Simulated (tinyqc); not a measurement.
What moves the results: two-node Weyl semimetal on a cubic lattice and its slab. A value that a table varies takes the place of the one given here.

H = d.s with dx = t sin kx, dy = t sin ky, dz = m (2 - cos kx - cos ky) + M(kz), M = tz (cos k0 - cos kz), k in 1/a. Nodes at (0, 0, +/-k0). Berry curvature of the lower band along z: Omega = d.(dd/dkx x dd/dky)/(2|d|^3), in the sense curl of i<u|grad u>.

Slab of N layers along x with hard walls: layer block t sin(ky) sy + (m (2 - cos ky) + M(kz)) sz, block to the next layer t sx/(2i) - m sz/2.

Parameters, chosen for this exercise:
- t = 0.97 eV (hopping in sx and sy)
- m = 1 eV (mass term)
- tz = 1.15 eV (hopping along z)
- k0 = 1.7 1/a (position of the nodes)
- k = (0.71, -0.75, 0.26) 1/a (wave vector)

## Planes of fixed kz and the Fermi arc

C is the sum of Omega over a 24 x 24 mesh, k = (j + 1/2) 2 pi/24, times (2 pi/24)^2/(2 pi). Slab of 30 layers at ky = 0: lowest positive level and weight of the middle pair on the two outer layers.

Against kz:
```
kz (1/a)   M (eV)       C  slab level (eV)  surface weight
0.000     -1.2982  -1.000          0.00000           0.911
0.400     -1.2074  -1.000          0.00000           0.957
0.800     -0.9494  -1.000          0.00000           0.997
1.200     -0.5649  -1.000          0.00000           0.810
2.000      0.3304  -0.001          0.34661           0.008
2.400      0.6998   0.000          0.71079           0.004
2.800      0.9354   0.000          0.94499           0.003
3.142      1.0018   0.000          1.01116           0.003
```

What does this show?

C is -1 for kz below k0 = 1.7 and 0 above, within 0.001 on this mesh. Where C = -1 the slab has a level near zero (exactly zero for a thick slab) on its faces (weight 0.91 at kz = 0): these points form the arc from -k0 to +k0, of length 3.40/a. Towards the node M goes to zero and the state spreads into the bulk; beyond it the level follows M, raised by the confinement in the slab.

## What each parameter does

|E| and Omega at k, the velocity tz sin(k0) and k0/pi. Each row changes one parameter from the base and keeps the others.

Results:
```
case           |E| (eV)  Omega (a^2)  vz (eV a)  |sigma_xy| (e^2/(h a))
base             1.1827      -0.3069     1.1404                  0.5411
t = 1.067 eV     1.2548      -0.3109     1.1404                  0.5411
m = 1.1 eV       1.1511      -0.3446     1.1404                  0.5411
tz = 1.035 eV    1.1072      -0.3498     1.0264                  0.5411
k0 = 1.87 1/a    1.3120      -0.2469     1.0989                  0.5952
```

What does this show?

The largest shifts from the base row, up to three for each result and ties (the steps differ in size, so this ranks the rows, not the parameters). |E| (eV): k0 +0.1293, tz -0.0755, t +0.0721. Omega (a^2): k0 +0.0600, tz -0.0430, m -0.0377. vz (eV a): tz -0.1140, k0 -0.0415; unchanged at the printed digits by t and m. |sigma_xy| (e^2/(h a)): k0 +0.0541; unchanged at the printed digits by t, m and tz. The Hall conductivity depends on the separation of the nodes alone, with EF at the nodes and no further nodes.

Computed by tinyqc, a small Python program: `OMP_NUM_THREADS=1 python tinyqc.py 1450006 1450007 out.jsonl` (the numbers bound the seed that draws the inputs); one thread of a shared host (Intel(R) Xeon(R) Processor @ 2.30GHz), about 0.2 s for the whole set of steps.
